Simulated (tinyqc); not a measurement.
Electron continuity equation in a given potential, Scharfetter-Gummel discretisation: one step of the calculation.

Steady state in one dimension: J = q mu n E + q D dn/dx with E = -dpsi/dx and D = mu Vt, dJ/dx = q (n/tau - G), fixed densities nL and nR at the ends. The potential is given, psi = U x/L, and is not changed by the electrons.

Task. Densities and current. B(d) = d/(exp(d) - 1) with d_i = (psi_(i+1) - psi_i)/Vt; b and f are the diagonal and right side of the balance equations. Solve B(-d_(i-1)) n_(i-1) + b_i n_i + B(d_i) n_(i+1) = f_i (end values already in f), then J_i = (q D/h) [n_(i+1) B(d_i) - n_i B(-d_i)], h = L/8, D = mu Vt.

Values chosen for this exercise; mobility that of a made-up semiconductor:

| symbol | value | unit | meaning |
|---|---|---|---|
| T | 450 | K | temperature |
| mu | 1610 | cm^2/(V s) | electron mobility |
| L | 0.62 | um | length of the region |
| nL | 6.2e12 | cm^-3 | density at x = 0 |
| nR | 0 | cm^-3 | density at x = L |

Constants: q = 1.602176634e-19 C, kB = 1.380649e-23 J/K, Vt = kB T/q. Results are converted to the units shown.

```
interval     B(d_i)     B(-d_i)
0         2.2104264  0.34080958
1         2.2104264  0.34080958
2         2.2104264  0.34080958
3         2.2104264  0.34080958
4         2.2104264  0.34080958
5         2.2104264  0.34080958
6         2.2104264  0.34080958
7         2.2104264  0.34080958
```

```
node  diagonal b  right side f (cm^-3)
1     -2.5930637         -2.4978345e12
2     -2.5930637         -3.8481511e11
3     -2.5930637         -3.8481511e11
4     -2.5930637         -3.8481511e11
5     -2.5930637         -3.8481511e11
6     -2.5930637         -3.8481511e11
7     -2.5930637         -3.8481511e11
```

Wanted: n; J.

Result.

n, node 0 to 8 (cm^-3): 6.2000e12  2.0261e12  1.2468e12  9.7611e11  7.7876e11  5.8897e11  3.9677e11  2.0055e11  0
J, interval 0 to 7 (A/cm^2): 3.0530  2.6657  2.2364  1.7924  1.3378  0.8729  0.3976  -0.0882

Range of the model: The drift velocity mu E exceeds 1e7 cm/s somewhere, where real mobilities no longer stay constant.

Program tinyqc, `OMP_NUM_THREADS=1 python tinyqc.py 2220122 2220123 out.jsonl`; Intel Xeon 2.30GHz, shared host, one thread, about 0.01 s.
